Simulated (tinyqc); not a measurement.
## Diameter from the threshold shift

Question. Undoped body with a flat potential across it, hard walls, transport along x. One isotropic valley (g = 1, mx = my = mz = me). Non-parabolicity enters the subband edges through E (1 + al E) = gamma, so E = 2 gamma/(1 + sqrt(1 + 4 al gamma)); motion within a subband is taken as parabolic with the band-edge mass. Energies are counted from the bulk band edge. gamma = C (2 z/(t + dl))^2 (1/my + 1/mz)/2, z the zeros of the Bessel functions J_l (2.404826, 3.831706, 5.135622, 5.520078, ...), twofold for l > 0; the mean inverse mass is an approximation for anisotropic valleys, C = hbar^2/(2 m0). Each subband has N_k = g sqrt(2 mx m0 kB T/(pi hbar^2)); without degeneracy n = exp(EF/Vt) sum N_k exp(-E_k/Vt). Classical value Nc times pi t^2/4, Nc = sum over valleys of 2 g (m m0 kB T/(2 pi hbar^2))^1.5 with m = (mx my mz)^(1/3). Threshold shift dVT = Vt ln(classical value/sum N_k exp(-E_k/Vt)). Find t and the lowest subband edge.

Inputs (values chosen for the exercise); masses close to those of InAs:
- T = 400 K (temperature)
- me = 0.0225 m0 (mass at the band edge)
- al = 3 1/eV (non-parabolicity)
- dl = 0.2 nm (widening of the box by penetration into the insulator)

Constants: q = 1.602176634e-19 C, kB = 1.380649e-23 J/K, hbar = 1.054571817e-34 J s, m0 = 9.1093837015e-31 kg, Vt = kB T/q, hbar^2/(2 m0) = 0.0380998212 eV nm^2. Results are converted to the units shown.

dVT = 217.96383 mV

Solution. dVT is evaluated for trial values of t with all subbands; between 1.5 and 25 nm one value matches.

t = 8.00 nm
E_1 = 304 meV

Program tinyqc, `OMP_NUM_THREADS=1 python tinyqc.py 2350166 2350167 out.jsonl`; Intel Xeon 2.30GHz, shared host, one thread, about 0.1 s.
